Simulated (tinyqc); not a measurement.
Stoner model of a band magnet at zero temperature. Changing the band width W. Computed by tinyqc, a small Python program. Command: `OMP_NUM_THREADS=1 python tinyqc.py 3002189 3002190 out.jsonl stoner sweep`. One thread of a shared host (Intel(R) Xeon(R) Processor @ 2.30GHz), about 0.02 s of CPU time with the checks.

Five orbitals per spin share one band; u = (E - E_bottom)/W runs from 0 to 1, and the states per spin, atom and energy are g = 5 d(u)/W with d = 1 - c cos(4 pi u). N(u) is the integral of d from 0. The moment m = n_up - n_down (electrons per atom) moves the fillings to n +/- m/10; the energy is E(m) = E_band(m) - I m^2/4.

Inputs (values chosen for the exercise, for a model d band):
```
quantity                    value  unit
filling n per spin orbital   0.65     -
Stoner parameter I          0.556    eV
depth c of the valley        0.46     -
start moment m0              0.57  mu_B
largest number of steps       600     -
```

Density of states: two peaks.

Method. Solve N(u_F) = n; g_F = 5 d(u_F)/W; the Stoner product is I g_F. Split the bands by Delta = I m, find the common Fermi level that keeps 10 n electrons, and read m(out) = 5 [N(u + Delta/(2W)) - N(u - Delta/(2W))], N clipped to 0 and 1. Start from m0 (at most 0.9 m_max, m_max = 10 min(n, 1 - n)); stop when m changes by less than 1e-8; moments under 1e-5 count as 0.

One run for each value:
```
band width W (eV)  moment m (mu_B)  Stoner product I g_F  g_F (1/eV)
1.82                         3.500                 1.966       3.536
2.12                         3.500                 1.688       3.035
2.41                         3.500                 1.485       2.670
2.71                         3.500                 1.320       2.374
3.01                         1.391                 1.189       2.138
3.31                         0.973                 1.081       1.944
3.90                         0.000                 0.917       1.650
4.20                         0.000                 0.852       1.532
```

What does the table show, and why?

Over the rows, moment m (mu_B) falls from 3.50 to 0, flat over part of the range; Stoner product I g_F falls from 1.97 to 0.852 (exponent d ln y / d ln x about -1.0 throughout); g_F (1/eV) falls from 3.54 to 1.53 (exponent d ln y / d ln x about -1.00 throughout). Compression widens the band and lowers g_F as 1/W, which is how pressure quenches a band moment. Left out: 3.60 (too near the Stoner point).

Extremes, crossings and ranges named in words are read from the listed rows.
